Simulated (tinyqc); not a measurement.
# Off-state leakage of single and stacked transistors: what changes with what

n-channel devices of unit width. Subthreshold current I(Vg, Vs, Vd) = I0 (T/300 K)^0.5 exp[(Vg - Vs - VT(T) - gb (Vs - Vb) + dd (Vd - Vs))/(nf Vt)] (1 - exp(-(Vd - Vs)/Vt)), VT(T) = VT - cT (T - 300 K). Gate-edge tunnelling Ig (Vd/1 V) exp(ag (Vd - 1 V)), for a gate at 0 V, and band-to-band leakage Ab u exp(-Bb/u), u = Vd - Vb + 1 V, flow at a drain held at V; both are taken as independent of T. In a stack of off transistors (all gates at 0 V) the same subthreshold current passes through each.

Inputs (values chosen for the exercise); values of the order met in bulk silicon logic transistors:
```
symbol   value       unit                                             meaning
T          330          K                                         temperature
V          0.7          V                                      supply voltage
VT        0.32          V        threshold at 300 K, zero drain and body bias
cT         0.9       mV/K              fall of the threshold with temperature
I0        0.74      uA/um                       current at threshold at 300 K
nf        1.21                                                   slope factor
dd        0.18                                drain-induced lowering per volt
gb        0.23             rise of the threshold per volt of source-body bias
Ig      0.0002      uA/um                 gate-edge tunnelling current at 1 V
ag         5.9        1/V               exponential slope of the gate current
Ab           3  uA/(um V)      prefactor of band-to-band leakage at the drain
Bb          29          V                             its exponential voltage
Vb           0          V                                        body voltage
```

Constants: q = 1.602176634e-19 C, kB = 1.380649e-23 J/K, Vt = kB T/q. Results are converted to the units shown.

Each table varies one quantity; the others keep the values above.

## Subthreshold current against the height of the stack

All n gates at 0 V, bottom source at 0 V, top drain at V; node voltages follow from equal currents.

Result of one run:

| n | I (nA/um) | reduction factor | drain voltage of the bottom device (mV) | source voltage of the top device (mV) | voltage across the top device (V) |
|---|---|---|---|---|---|
| 2 | 0.22310 | 27.142 | 80.558 | 80.558 | 0.61944 |

What becomes of these results when the number of transistors in series n is changed from 2 to 4, all else the same?

Result of the changed run:

| n | I (nA/um) | reduction factor | drain voltage of the bottom device (mV) | source voltage of the top device (mV) | voltage across the top device (V) |
|---|---|---|---|---|---|
| 4 | 0.060702 | 99.754 | 12.906 | 112.32 | 0.58768 |

The whole series:

| n | I (nA/um) | reduction factor | drain voltage of the bottom device (mV) | source voltage of the top device (mV) | voltage across the top device (V) |
|---|---|---|---|---|---|
| 1 | 6.0552 | 1.0000 | 700.00 | 0 | 0.70000 |
| 2 | 0.22310 | 27.142 | 80.558 | 80.558 | 0.61944 |
| 3 | 0.096780 | 62.567 | 22.844 | 100.94 | 0.59906 |
| 4 | 0.060702 | 99.754 | 12.906 | 112.32 | 0.58768 |
| 5 | 0.043986 | 137.66 | 8.9450 | 120.18 | 0.57982 |
| 6 | 0.034413 | 175.96 | 6.8293 | 126.17 | 0.57383 |

The second transistor cuts the current by a factor of 27.1, the third by a further 2.31 and the sixth by 1.28. The top device keeps 82.0 % of the supply at n = 6, while the drain voltage of the bottom one falls to 0.240 Vt.

## Leakage components against the body voltage

Same model as above.

One transistor with Vg = Vs = 0, Vd = V; stack factor I(one)/I(two in series).

The same in every row: gate edge (nA/um) = 0.02385; stack factor = 27.14.

Results:

| Vb (V) | subthreshold (nA/um) | band-to-band (nA/um) | total (nA/um) | largest part |
|---|---|---|---|---|
| 0.2 | 23.05 | 1.807e-5 | 23.08 | subthreshold |
| 0 | 6.055 | 1.991e-4 | 6.079 | subthreshold |
| -0.2 | 1.591 | 0.001340 | 1.616 | subthreshold |
| -0.4 | 0.4178 | 0.006338 | 0.4480 | subthreshold |
| -0.6 | 0.1097 | 0.02307 | 0.1567 | subthreshold |
| -0.8 | 0.02883 | 0.06875 | 0.1214 | band-to-band |
| -1.2 | 0.001989 | 0.3950 | 0.4208 | band-to-band |
| -1.4 | 5.224e-4 | 0.8049 | 0.8292 | band-to-band |

Estimate the missing row, Vb = -1 V.

Computed row:

| Vb (V) | subthreshold (nA/um) | band-to-band (nA/um) | total (nA/um) | largest part |
|---|---|---|---|---|
| -1 | 0.007571 | 0.1753 | 0.2067 | band-to-band |

With this row back in the table: As Vb goes from 0.2 to -1.4, the total leakage goes from 23.1 through a minimum of 0.121 (at Vb = -0.8 among the rows listed) to 0.829 nA/um. The subthreshold part leads at Vb = 0.2, the band-to-band part from -0.8 on. The exact minimum lies at Vb = -0.747 V: reverse body bias lowers the subthreshold part by a decade every nf Vt ln 10/gb = 0.344 V but raises the band-to-band part. The reduction by a stack of two stays at 27.1, for the subthreshold part alone. For Vb = 0.2 the body is forward biased; the junction current, left out, is still small at this voltage.

tinyqc, about 0.03 s, one thread, Intel Xeon 2.30GHz (shared host): `OMP_NUM_THREADS=1 python tinyqc.py 2242035 2242036 out.jsonl`
